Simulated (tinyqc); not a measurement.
# Changing the saturation temperature T

Model: liquidus of a compound AB in a simple-solution melt, liquid-phase epitaxy and vapour pressures. Computed by tinyqc, a small Python program. Command: `OMP_NUM_THREADS=1 python tinyqc.py 3027363 3027364 out.jsonl liq35 sweep`. One thread of a shared host (Intel(R) Xeon(R) Processor @ 2.30GHz), about 0.02 s of CPU time with the checks.

x is the atom fraction of B in the melt. The melt is a simple solution: R T ln gamma_B = W (1 - x)^2, R T ln gamma_A = W x^2, W = a + b T. The solid AB is stoichiometric.

Inputs (values chosen for the exercise, modelled on InAs for the melt):
```
quantity                                 value       unit
melting point T_F                         1215          K
entropy of fusion S_F                     62.1  J/(mol K)
interaction a                               17     kJ/mol
interaction slope b                        -44  J/(mol K)
step dT                                    2.2          K
cooling rate c                            0.32      K/min
growth time t                              1.8        min
diffusivity in the melt D                2e-05     cm^2/s
molar volume of the melt V_L              16.9   cm^3/mol
lattice constant a0                      6.058   angstrom
melt depth w                               3.5         mm
heat of evaporation of A                   253     kJ/mol
entropy of evaporation of A                111  J/(mol K)
heat of evaporation of B as (1/2) B2        99     kJ/mol
entropy of evaporation of B as (1/2) B2   68.7  J/(mol K)
```

Growth programme: supercooling (step, then ramp).

Constants: R = 8.314462618 J/(mol K); N_A = 6.02214076e+23 1/mol; k_B = 8.617333262e-05 eV/K.

Method:
- Liquidus (Vieland): f(x) = R T ln[4 x (1 - x)] + 2 W (1/2 - x)^2 + S_F (T_F - T) = 0.
- Newton steps with f' = (1 - 2x)[R T/(x (1 - x)) - 2 W], from the dilute estimate x = (1/4) exp[-(S_F (T_F - T) + W/2)/(R T)]; stop below 1e-13; f under 1e-6 shown as 0.
- dx/dT = -(df/dT)/f', df/dT = R ln[4 x (1 - x)] + 2 b (1/2 - x)^2 - S_F, f' = (1 - 2x)[R T/(x (1 - x)) - 2 W]. Concentrations: C_L = x N_A/V_L in the melt, C_S = 4/a0^3 in the solid; m = dT/dC_L.
- Semi-infinite melt (Hsieh): step d = 2 dT sqrt(D t/pi)/(C_S m); ramp d = (4/3) c sqrt(D/pi) t^(3/2)/(C_S m); supercooling is their sum. A melt of depth w can give at most w (undercooling)/(C_S m).
- Over the A-rich liquidus: p_A = gamma_A (1 - x) exp(S_A/R - H_A/(R T)), p_B2 = [gamma_B x exp(S_B/R - H_B/(R T))]^2, in bar. Free evaporation is congruent while the A flux over this liquidus is at least the B flux; with A and B2 taken as equal in mass for the estimate, T_c solves p_A = 2 p_B2.

One run for each value; columns: (1) saturation temperature T (K); (2) solubility x; (3) thickness d (micrometre); (4) apparent heat of solution k_B T^2 d ln x/dT (eV); (5) log10 p_A; (6) log10 p_B2:
```
(1)      (2)    (3)     (4)     (5)     (6)
668   0.0017  0.101  0.8645  -13.99  -15.79
726   0.0055  0.277  0.8499  -12.41  -13.71
784   0.0148  0.610  0.8144  -11.06  -11.94
841   0.0326  1.080  0.7532   -9.93  -10.42
899   0.0616  1.599  0.6743   -8.93   -9.06
957   0.1013  2.066  0.5999   -8.07   -7.83
1010  0.1459  2.446  0.5492   -7.39   -6.81
```

Over the rows, solubility x rises from 0.00167 to 0.146 (exponent d ln y / d ln x 14 between the first rows and 6.8 between the last); thickness d (micrometre) rises from 0.101 to 2.45 (exponent d ln y / d ln x 12 between the first rows and 3.1 between the last); apparent heat of solution k_B T^2 d ln x/dT (eV) falls from 0.865 to 0.549 (exponent d ln y / d ln x -0.20 between the first rows and -1.6 between the last). At fixed undercooling the thickness follows dx/dT, so hot melts grow fast and thin layers need cool ones. Left out: 1070, 1130 (the run failed its checks).

Extremes, crossings and ranges named in words are read from the listed rows.
